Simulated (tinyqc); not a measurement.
Switching kinetics of a ferroelectric film and the memory window of a ferroelectric gate stack: one step, computed by the program tinyqc.

Fields in MV/cm; 1 microcoulomb/cm^2 over eps_0 is 11.29409 MV/cm. In the stack (metal, ferroelectric, interlayer, channel) the channel is taken as a conductor.

Question. The hysteresis loop. Saturated branches: P(E) = P_s tanh[(E -/+ E_c)/(2 delta)], delta = E_c/ln[(1 + P_r/P_s)/(1 - P_r/P_s)]; D = P + eps_0 eps_F E.

Inputs (values chosen for the exercise, for a model hafnia-based film):

| quantity | value | unit |
|---|---|---|
| saturation polarisation P_s | 20 | microcoulomb/cm^2 |
| ratio P_r/P_s | 0.82 | - |
| coercive field E_c | 0.65 | MV/cm |
| permittivity of the ferroelectric eps_F | 26 | - |

Give: delta; P on both branches (microcoulomb/cm^2) at E/E_c = -3, -2, -1, -0.5, 0, 0.5, 1, 1.5, 2, 3; peak differential permittivity eps_F + P_s/(2 delta eps_0).

Answer.

delta = 0.2809 MV/cm

P on both branches (microcoulomb/cm^2) at E/E_c = -3, -2, -1, -0.5, 0, 0.5, 1, 1.5, 2, 3:

| E (MV/cm) | rising branch | falling branch |
|---|---|---|
| -1.950 | -20.00 | -19.61 |
| -1.300 | -19.96 | -16.40 |
| -0.650 | -19.61 | 0.00 |
| -0.325 | -18.79 | 10.43 |
| 0.000 | -16.40 | 16.40 |
| 0.325 | -10.43 | 18.79 |
| 0.650 | 0.00 | 19.61 |
| 0.975 | 10.43 | 19.88 |
| 1.300 | 16.40 | 19.96 |
| 1.950 | 19.61 | 20.00 |

peak differential permittivity eps_F + P_s/(2 delta eps_0) = 428.0
